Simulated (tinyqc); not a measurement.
Screening unbinds the donor: static screening by free carriers.

kF = (3 pi^2 n/Mv)^(1/3), EF = c kF^2/m with c = hbar^2/2m0, n in 1/angstrom^3 (1e-24 per 1/cm^3), e2 = e^2/(4 pi eps0). Thomas-Fermi: qTF^2 = 6 pi e2 n/(eps EF). Debye: qD^2 = 4 pi e2 n/(eps kB T).

F_j(eta) = (1/Gamma(j + 1)) integral_0^infinity x^j dx/(1 + exp(x - eta)), which tends to exp(eta) for eta << 0.

At finite T: qs^2 = qD^2 F_-1/2(eta)/F_1/2(eta), where n = Mv N F_1/2(eta) and N = 2 (m kB T/(4 pi c))^(3/2) with c = hbar^2/2m0, in 1/angstrom^3; times 1e24 for 1/cm^3.

Donor in the screened potential -(e2/eps) exp(-qs r)/r with the trial function exp(-r/a): E(a) = c/(m a^2) - (e2/eps) 4/(a (2 + qs a)^2), e2 = e^2/(4 pi eps0), c = hbar^2/2m0; isotropic mass.

Constants: hbar^2/2m0 = 3.80998211 eV angstrom^2; e^2/(4 pi eps0) = 14.39964547 eV angstrom; kB = 8.617333262e-05 eV/K; a0 (Bohr radius) = 0.5291772105 angstrom.

Parameters, chosen for this exercise (near those of Si; not measured data):
```
symbol  value   unit  meaning
m       0.3191  m0    mass of one isotropic valley
Mv      6             valleys
eps     11.7          background dielectric constant
T       300     K
```

All carriers n are taken as free and screen with qs(T); E(a) is minimised over a; a dash marks no bound state. aB = a0 eps/m.

Donor level:
```
n (1/cm^3)  n^(1/3) aB  qs aB  E (meV)   a/aB
1.0e+15          0.019  0.015   -30.77  1.000
9.0e+15          0.040  0.045   -28.95  1.001
5.0e+16          0.071  0.106   -25.49  1.008
1.0e+17          0.090  0.150   -23.18  1.014
4.0e+17          0.143  0.299   -16.35  1.053
9.0e+17          0.187  0.448   -10.93  1.116
2.0e+18          0.244  0.663    -5.08  1.267
6.0e+18          0.353  1.120        -      -
```

aB = 19.4 angstrom

The level rises from -30.77 meV at the lowest density to -5.08 meV at 2e+18 1/cm^3, against -31.72 meV unscreened. The trial function finds no bound state from 6e+18 1/cm^3 on, where qs aB = 1.12 and n^(1/3) aB = 0.35. This trial function loses binding at qs aB = 1 and the exact Yukawa problem at 1.19; the Mott rule of thumb is n^(1/3) aB = 0.26.

Computed by tinyqc, a small Python program: `OMP_NUM_THREADS=1 python tinyqc.py 1651797 1651798 out.jsonl` (the numbers bound the seed that draws the inputs); one thread of a shared host (Intel(R) Xeon(R) Processor @ 2.30GHz), about 0.01 s for the whole set of steps.
